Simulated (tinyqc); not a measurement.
Worked calculation: Hubbard chain of 3 sites. Computed by tinyqc, a small Python program that keeps every step. Settings: hopping = 1.17, U = 6.0, mixing = 0.2, iteration cap = 63. Command: `OMP_NUM_THREADS=1 python tinyqc.py 30197 30198 out.jsonl` (the two numbers bound the seeds that draw the settings). One thread of a shared host (Intel(R) Xeon(R) Processor @ 2.60GHz), about 0.2 s of CPU time with the checks. Later iterations appear only in the table of the cycle.

## Mean-field iteration 1

one-body matrix (hopping and site energies) (eV), order 1, 2, 3:
```
[[0.0000, -1.1700, 0.0000],
 [-1.1700, 0.0000, -1.1700],
 [0.0000, -1.1700, 0.0000]]
```

U = 6.0000 eV

electrons, up and down: [2, 2]

mixing = 0.2000

n(up) at the start (a guess, not normalised): [0.9670, 0.3670, 0.9670]

n(down) at the start (a guess): [0.3670, 0.9670, 0.3670]

H(up) = T + U n(down), H(down) = T + U n(up); fill the lowest levels; n(new) = n + mixing (n(out) - n); E = tr T (rho up + rho down) + U sum n_up n_down of the output.

levels, up (eV): [1.5570, 2.2020, 6.4470]

levels, down (eV): [1.5570, 5.8020, 6.4470]

energy = 4.7909 eV

n(up) after iteration 1: [0.9604, 0.3200, 0.9604]

n(down) after iteration 1: [0.4068, 0.9472, 0.4068]

## Mean-field iteration 2

As before.

levels, up (eV): [1.7455, 2.4407, 6.3786]

levels, down (eV): [1.3056, 5.7625, 6.3767]

energy = 4.7518 eV

n(up) after iteration 2: [0.9533, 0.2860, 0.9533]

n(down) after iteration 2: [0.4375, 0.9336, 0.4375]

## Mean-field iteration 3

As before.

levels, up (eV): [1.8880, 2.6253, 6.3386]

levels, down (eV): [1.1207, 5.7199, 6.3152]

energy = 4.7293 eV

n(up) after iteration 3: [0.9461, 0.2619, 0.9461]

n(down) after iteration 3: [0.4615, 0.9239, 0.4615]

## Convergence

Each step fills the lowest levels of T + U n(other spin) and sets n(new) = n + mixing (n(out) - n); stop when output and input agree to 1e-8.

Course of the cycle:
```
iteration    E (eV)  largest |n(out) - n(in)|  mean |n_up - n_down|
1          4.790936                  2.35e-01                0.4908
2          4.751792                  1.70e-01                0.4859
3          4.729289                  1.20e-01                0.4798
4          4.716132                  9.39e-02                0.4737
5          4.708270                  7.40e-02                0.4678
6          4.703428                  5.88e-02                0.4625
7          4.700326                  4.69e-02                0.4577
8          4.698247                  3.77e-02                0.4534
9          4.696786                  3.05e-02                0.4496
10         4.695713                  2.48e-02                0.4462
11         4.694896                  2.04e-02                0.4432
...             ...                       ...                   ...
53         4.691264                  5.52e-04                0.4123
54         4.691264                  5.08e-04                0.4122
55         4.691264                  4.67e-04                0.4121
56         4.691263                  4.30e-04                0.4121
57         4.691263                  3.96e-04                0.4120
58         4.691263                  3.64e-04                0.4120
59         4.691263                  3.35e-04                0.4119
60         4.691263                  3.09e-04                0.4119
61         4.691262                  2.84e-04                0.4118
62         4.691262                  2.61e-04                0.4118
63         4.691262                  2.41e-04                0.4118
```

Not converged within 63 iterations: the residual falls steadily but slowly, by a factor of about 0.92 a step. The lowest mean-field energy found from random starts is 4.21163 eV. Reruns (cap 100 unless said): mixing 0.5: not converged; mixing 0.9: not converged; the original settings with a cap of 400: not converged.

## The many-body Hamiltonian

Basis: all placements (u, d, 2, 0 on each site), up operators ordered before down ones; hops carry the sign of the same-spin electrons passed.

H (eV), order 220, 2ud, u2d, 2du, 202, ud2, d2u, du2, 022:
```
[[12.0000, -1.1700, 0.0000, -1.1700, 0.0000, 0.0000, 0.0000, 0.0000, 0.0000],
 [-1.1700, 6.0000, -1.1700, 0.0000, -1.1700, 0.0000, 0.0000, 0.0000, 0.0000],
 [0.0000, -1.1700, 6.0000, 0.0000, 0.0000, -1.1700, 0.0000, 0.0000, 0.0000],
 [-1.1700, 0.0000, 0.0000, 6.0000, -1.1700, 0.0000, -1.1700, 0.0000, 0.0000],
 [0.0000, -1.1700, 0.0000, -1.1700, 12.0000, -1.1700, 0.0000, -1.1700, 0.0000],
 [0.0000, 0.0000, -1.1700, 0.0000, -1.1700, 6.0000, 0.0000, 0.0000, -1.1700],
 [0.0000, 0.0000, 0.0000, -1.1700, 0.0000, 0.0000, 6.0000, -1.1700, 0.0000],
 [0.0000, 0.0000, 0.0000, 0.0000, -1.1700, 0.0000, -1.1700, 6.0000, -1.1700],
 [0.0000, 0.0000, 0.0000, 0.0000, 0.0000, -1.1700, 0.0000, -1.1700, 12.0000]]
```

## Exact diagonalisation (9 states)

Lowest levels of the sector, and the double occupancy of the lowest state.

lowest levels (eV): [3.7726, 4.3454, 5.5740, 6.0000, 7.0238, 7.6546]

double occupancy per site = 0.3575

## The lowest level by Lanczos steps

From a random start vector (not printed): a_j = <q_j|H|q_j>, b_j = norm of the remainder after orthogonalising; the Ritz value is the lowest eigenvalue of the tridiagonal matrix of a and b so far.

Lanczos:
```
j  a_j (eV)  b_j (eV)  lowest Ritz value (eV)
1    8.9203    3.1294                8.920271
2    8.2730    1.9287                5.450568
3    5.9118    1.4605                4.134216
4    8.1507    2.8851                3.887106
5   10.9664    1.0386                3.795116
6    6.3195    3.1030                3.787391
7   10.7330    1.4944                3.776437
8    6.8737    0.6129                3.772870
9    5.8516  2.69e-11                3.772573
```
